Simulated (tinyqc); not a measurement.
Potential-pH (Pourbaix) lines of a metal, its cation, its oxide and an oxyanion, with a complexing ligand: one step, computed by the program tinyqc. Command: `OMP_NUM_THREADS=1 python tinyqc.py 3026499 3026500 out.jsonl pourb walk`. One thread of a shared host (Intel(R) Xeon(R) Processor @ 2.30GHz), about 0.01 s of CPU time with the checks.

Potentials are against the standard hydrogen electrode; solids and water have unit activity; dG_f of M, H+ and the electron is zero; F = e N_A and s = R T ln(10)/F. The cation carries z = 2.

Question. Standard potentials. M2+ + 2e = M; MO + 2H+ + 2e = M + H2O; MO2(2-) + 4H+ + 2e = M + 2H2O. For each, E0 = -dG/(z F), and E = E0 + (s/z) log10 a - (s n_H/z) pH, with no activity term for the oxide.

Inputs (values chosen for the exercise, modelled on tin):
```
quantity                value    unit
dG_f of the cation     -27.54  kJ/mol
dG_f of the oxide     -250.66  kJ/mol
dG_f of the oxyanion  -300.51  kJ/mol
dG_f of water         -237.14  kJ/mol
temperature T          298.15       K
```

Species: M, M2+, MO, MO2(2-).

Constants: R = 8.314462618 J/(mol K); e = 1.602176634e-19 C; N_A = 6.02214076e+23 1/mol.

Give: s; E0.

Answer.

s = 0.05916 V

E0 (V): cation -0.1427, oxide -0.0701, oxyanion 0.9005

The metal is less noble than hydrogen.
